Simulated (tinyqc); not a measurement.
Oscillation of the Fermi level: Landau levels of a parabolic two-dimensional band.

E(N, s) = (N + 1/2) hbar wc + s gs muB B with s = +/-1/2.

In a field B along z: l = 1/sqrt((e/hbar) B) is the magnetic length, n_B = B/(h/e) the number of states per area in one level, hbar wc = 2 muB B/m for mass m in m0; 1/angstrom^2 = 1e16/cm^2.

Each listed level takes n_B electrons. At zero temperature and without broadening EF sits in the partly filled level.

Constants: hbar^2/2m0 = 3.80998211 eV angstrom^2; e/hbar = 1.519267448e-05 1/(T angstrom^2); h/e = 413566.7697 T angstrom^2; muB = 5.788381798e-05 eV/T.

Parameters, chosen for this exercise (near those of a two-dimensional electron gas in Ge (111); the results hold for these values, not for the real material):
- m = 0.0824 m0 (mass)
- gs = 0.9 (g factor)
- gv = 1 (valleys)
- n = 1.6 x 1e11/cm^2 (electron sheet density)
- Bo = (1.16, 1.3, 1.48, 1.71, 2.04, 2.51, 3.27, 4.68, 8.27) T (fields)

Fixed density, zero temperature, no broadening. At B = 0, EF = 2 pi c n/(m gv) with c = hbar^2/2m0.

Filling:
```
B (T)    nu  partly filled level  EF (meV)  filled share
1.16   5.70                   2+      4.10          0.70
1.30   5.09                   2+      4.60          0.09
1.48   4.47                   2-      5.16          0.47
1.71   3.87                   1+      3.65          0.87
2.04   3.24                   1+      4.35          0.24
2.51   2.64                   1-      5.22          0.64
3.27   2.02                   1-      6.81          0.02
4.68   1.41                   0+      3.41          0.41
8.27   0.80                   0-      5.59          0.80
```

EF at B = 0 = 4.65 meV

EF runs between 3.4 and 6.8 meV around its zero-field value of 4.6 meV. It follows a level while that level empties and falls to the next one down when nu passes a filled shell; the partly filled level changes 5 times in this table.

Program tinyqc; command `OMP_NUM_THREADS=1 python tinyqc.py 1251867 1251868 out.jsonl`; about 0.01 s on one thread of a shared Intel(R) Xeon(R) Processor @ 2.30GHz.
